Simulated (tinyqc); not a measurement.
Inside a calculation. Model: threshold of a short bulk MOSFET: charge sharing, barrier lowering, narrow width.

Computed by the program tinyqc: `OMP_NUM_THREADS=1 python tinyqc.py 2002094 2002095 out.jsonl`, one thread of a shared Intel Xeon 2.30GHz, about 0.01 s for the whole run. Printed values are rounded.

n-channel device on a p-type body, depletion approximation, full ionisation. Uniform doping N = Na. Vbi from Boltzmann statistics is rough for the degenerate source. Cox = eps0 eox/tox.

Values chosen for this exercise; band and dielectric values close to those of silicon: temperature T = 350 K; band gap Eg = 1.12 eV; relative permittivity eps_r = 11.6; conduction-band density of states at T Nc = 3.5e19 cm^-3; valence-band density of states at T Nv = 3.38e19 cm^-3; relative permittivity of the gate insulator (close to silicon dioxide) eox = 3.9; insulator thickness tox = 3.8 nm; channel doping Na = 1.1e18 cm^-3; source and drain doping Nsd = 1e20 cm^-3; flat-band voltage for the doping Na Vfb = -0.7 V; junction depth xj = 20 nm; body-source voltage Vbs = -0.5 V; drain-source voltage Vds = 0.05 V; gate width W = 190 nm; shape factor of the fringing depletion at the width edges xw = 0.7854; channel length L = 270 nm.

Constants: q = 1.602176634e-19 C, kB = 1.380649e-23 J/K, Vt = kB T/q, eps0 = 8.8541878128e-14 F/cm where lengths are in cm. Results are converted to the units shown.

## Long-channel threshold and scales

ni = sqrt(Nc Nv) exp(-Eg/(2 Vt)), Eg in volts; 2 pB = 2 Vt ln(N/ni); flat band Vfb - Vt ln(N/Na); Wd = sqrt(2 eps0 eps_r (2 pB - Vbs)/(q N)); body term q N Wd/Cox; long-channel VT0 = flat band + 2 pB + body term; Vbi = Vt ln(N Nsd/ni^2); scale length l = sqrt((eps_r/eox) tox Wd).

N = 1.1e18 cm^-3
2 pB = 0.912338 V
flat band = -0.7 V
Wd = 40.5729 nm
body term = 0.786882 V
VT0 = 0.999220 V
Vbi = 1.04836 V
l = 21.4144 nm

## Short-channel and narrow-width shifts

Charge sharing (trapezoid; it ignores Vds): F = (xj/L)(sqrt(1 + 2 Wd/xj) - 1), lowering = body term times F. Barrier lowering: th = exp(-L/(2 l)) + 2 exp(-L/l), lowering = th [2 (Vbi - 2 pB) + Vds], DIBL = th. Narrow width: rise = body term times xw Wd/W. VT by each model = VT0 - lowering + rise.

F = 0.0925068
lowering by charge sharing = 72.7919 mV
th = 0.00183537
lowering of the barrier = 0.591064 mV
DIBL = 1.83537 mV/V
narrow-width rise = 131.972 mV
VT, charge sharing = 1.05840 V
VT, barrier lowering = 1.13060 V

L is 12.6 scale lengths. The charge-sharing lowering is 123 times the barrier lowering; the first falls off as 1/L and the second exponentially. Both describe the same loss of gate control, so they are alternatives and are not added.
